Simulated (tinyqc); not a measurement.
Worked calculation: deformation-potential model of the L valleys of a conduction band. Values are carried at full precision from step to step, so a last printed digit may differ when a step is redone from the rounded ones.

s11 = (C11 + C12)/((C11 - C12)(C11 + 2 C12)), s12 = -C12/((C11 - C12)(C11 + 2 C12)), s44 = 1/C44; exx = s11 sxx + s12 (syy + szz) and cyclic, exy = s44 sxy/2; tension is positive. A uniaxial stress X along the unit vector n is s_ij = X n_i n_j.

Constants: kB = 8.617333262e-05 eV/K; hbar^2/2m0 = 3.80998211 eV angstrom^2.

Inputs chosen for the exercise (near those of Ge; not measured data): C11 = 129 GPa; C12 = 48.4 GPa; C44 = 66.9 GPa; load = uniaxial [110] (kind of stress); X = -0.96 GPa (stress); Xd = -6.75 eV (dilation potential); Xu = 16.3 eV (uniaxial potential); T = 350 K (temperature); ml = 1.532 m0 (longitudinal mass); mt = 0.081 m0 (transverse mass).

## Strain from a uniaxial [110] stress

Form the compliances and the strain.

s11, s12, s44 (1/TPa): [9.7475, -2.6594, 14.9477]

strain tensor, rows x, y, z and columns alike:
```
[[-0.003402, -0.003587, 0.000000],
 [-0.003587, -0.003402, 0.000000],
 [0.000000, 0.000000, 0.002553]]
```

## Valley shifts

Valleys with axes along [111], [1-1-1], [-11-1] and [-1-11], one whole valley each. Herring-Vogt shift of a valley with unit axis a: dE = Xd tr(e) + Xu a.e.a. Non-degenerate shares n_i = exp(-dE_i/kT)/sum_j exp(-dE_j/kT). Inverse mass tensor of a valley: (1 - a a)/mt + a a/ml; the masses are taken as independent of strain.

Apply the Herring-Vogt formula to each valley.

Xd tr(e) = 28.70 meV

a.e.a: [111] -0.003809, [1-1-1] 0.000974, [-11-1] 0.000974, [-1-11] -0.003809

shifts dE (meV): [111] -33.39, [1-1-1] 44.58, [-11-1] 44.58, [-1-11] -33.39

The lowest valleys are [111] and [-1-11], 78.0 meV below the highest; the mean shift over all valleys is (Xd + Xu/3) tr(e) = 5.60 meV.

## Shares of the electrons

Boltzmann factors of the shifts.

kT = 30.161 meV

shares: [111] 0.4649, [1-1-1] 0.0351, [-11-1] 0.0351, [-1-11] 0.4649

effective number of valley axes, 1/(largest share) = 2.151

## Conductivity mass tensor

With one scattering time for all valleys the conductivity goes as M = sum_i n_i (inverse mass tensor of valley i); along the unit vector u, 1/m_c = u.M.u. Without stress 1/m_c = (1/ml + 2/mt)/3. Take u along [110].

M (1/m0), rows x, y, z and columns alike:
```
[[8.448, -3.351, 0.000],
 [-3.351, 8.448, 0.000],
 [0.000, 0.000, 8.448]]
```

m_c along [110] = 0.1962 m0
m_c without stress = 0.1184 m0

The repopulation alone changes the mobility along [110] by -39.7 %; with all electrons in the valleys lightest or heaviest along this direction it would change by +46 or -46 %.

## Effective density of states

Each of the 4 whole valleys has m_d = (ml mt^2)^(1/3) and N = 2 (m_d kT/(4 pi c))^(3/2), c = hbar^2/2m0. Counted from the lowest edge, Nc = N x sum_i exp(-(dE_i - dE_min)/kT). 1 angstrom^-3 = 1e24 cm^-3.

m_d = 0.2158 m0
N of one valley = 3.170e+18 cm^-3
Nc under stress = 6.819e+18 cm^-3
Nc without stress = 1.268e+19 cm^-3

## Piezoresistance from repopulation

For small stress d(rho)/rho = pi X. For valleys on the <111> axes pi11 = pi12 = 0 and pi44 = -Xu s44/(3 kT) x (K - 1)/(2K + 1), K = ml/mt. For stress along [110]: pi_l = (pi11 + pi12 + pi44)/2 with the current along it and pi_t = (pi11 + pi12 - pi44)/2 with the current along [1-10]. 1/GPa = 100 x 1e-11/Pa.

K = 18.914

pi11, pi12, pi44 (1e-11/Pa): [0.0, 0.0, -124.2]

pi_l, pi_t for [110] (1e-11/Pa): [-62.1, 62.1]

Only the transfer between valleys is counted; changes of mass and of intervalley scattering add to it in a real crystal.

## Checks

- Conductivity mass at zero stress against 3/(1/ml + 2/mt): both 0.1183707.
- Piezoresistance coefficients by finite differences against the closed form: largest difference 2.7e-09.

Computed by tinyqc, a small Python program: `OMP_NUM_THREADS=1 python tinyqc.py 1051164 1051165 out.jsonl` (the numbers bound the seed that draws the inputs); one thread of a shared host (Intel(R) Xeon(R) Processor @ 2.30GHz), about 0.03 s for the whole set of steps.
